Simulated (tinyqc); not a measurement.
From results back to parameters: delta-doped layer in the Thomas-Fermi potential. Two cases, with inputs chosen for the exercise.

Problem. The depth of the well was computed from a hidden sheet density.

All donors ionised in the plane z = 0, zero temperature, energies from the Fermi level EF of the Thomas-Fermi model, which lies at the bulk band edge; c = hbar^2/2m0, q = e^2/(4 pi eps0). gv = 4 equivalent valleys, m_d = sqrt(m3^3/mz) in the plane. With n = (gv/3 pi^2)(m3 (-V)/c)^(3/2) and V'' = -(4 pi q/eps) n for z > 0, the solution is V = -b/(|z| + z0)^4 with sqrt(b) = 20/K, K = (4 pi q/eps)(gv/3 pi^2)(m3/c)^(3/2), and z0^5 = 4b/(e F0), e F0 = 2 pi q N/eps; 1e13/cm^2 = 1e-3/angstrom^2. Exchange and correlation are left out.

Constants: hbar^2/2m0 = 3.80998211 eV angstrom^2; e^2/(4 pi eps0) = 14.39964547 eV angstrom.

Find: b; z0; N.

Method. b does not depend on N; z0 = (b/depth)^(1/4), e F0 = 4b/z0^5 and N = eps e F0/(2 pi q).

Case 1.

Values chosen (out of a larger set: near those of a delta-doped layer in Ge; not measured data): m3 = 0.223 m0 (density-of-states mass of a valley); mz = 0.121 m0 (mass along z); eps = 15.7 (dielectric constant).

depth = 0.078001 eV

Solution.

b = 8.228e+05 eV angstrom^4
z0 = 56.99 angstrom
N = 0.950 x 1e13/cm^2

Case 2.

Values chosen (out of a larger set: near those of a delta-doped layer in Ge; not measured data): m3 = 0.212 m0 (density-of-states mass of a valley); mz = 0.12 m0 (mass along z); eps = 16.4 (dielectric constant).

depth = 0.219133 eV

Solution.

b = 1.045e+06 eV angstrom^4
z0 = 46.73 angstrom
N = 3.40 x 1e13/cm^2

Computed by tinyqc, one run a case: `OMP_NUM_THREADS=1 python tinyqc.py N N+1 out.jsonl` with N = 1252509, 1252585; one thread of a shared Intel(R) Xeon(R) Processor @ 2.30GHz, about 0.09 s a run at most.
